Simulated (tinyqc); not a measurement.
From results back to parameters: static screening by free carriers. Three cases, with inputs chosen for the exercise.

Problem. At zero temperature the gas shows Friedel oscillations of period pi/kF and a Thomas-Fermi length 1/qTF; n and m are hidden.

kF = (3 pi^2 n/Mv)^(1/3), EF = c kF^2/m with c = hbar^2/2m0, n in 1/angstrom^3 (1e-24 per 1/cm^3), e2 = e^2/(4 pi eps0). Thomas-Fermi: qTF^2 = 6 pi e2 n/(eps EF). Debye: qD^2 = 4 pi e2 n/(eps kB T).

Constants: hbar^2/2m0 = 3.80998211 eV angstrom^2; e^2/(4 pi eps0) = 14.39964547 eV angstrom.

Find: kF; n; m.

Method. kF = pi/period and n = Mv kF^3/(3 pi^2); qTF^2 = 2 e2 Mv m kF/(pi eps c) then gives m.

Case 1.

Values chosen (out of a larger set: near those of SiC; not measured data): Mv = 3 (valleys); eps = 9.82 (background dielectric constant).

period = 137.823 angstrom
1/qTF = 12.3486 angstrom

Solution.

kF = 0.02279 1/angstrom
n = 1.20e+18 1/cm^3
m = 0.391 m0

Case 2.

Values chosen (out of a larger set: near those of InAs; not measured data): Mv = 1 (valleys); eps = 15.5 (background dielectric constant).

period = 191.123 angstrom
1/qTF = 123.729 angstrom

Solution.

kF = 0.01644 1/angstrom
n = 1.50e+17 1/cm^3
m = 0.026 m0

Case 3.

Values chosen (out of a larger set: near those of GaAs; not measured data): Mv = 1 (valleys); eps = 12.9 (background dielectric constant).

period = 101.890 angstrom
1/qTF = 51.2123 angstrom

Solution.

kF = 0.03083 1/angstrom
n = 9.90e+17 1/cm^3
m = 0.066 m0

Computed by tinyqc, one run a case: `OMP_NUM_THREADS=1 python tinyqc.py N N+1 out.jsonl` with N = 1680937, 1680940, 1680979; one thread of a shared Intel(R) Xeon(R) Processor @ 2.30GHz, about 0.01 s a run at most.
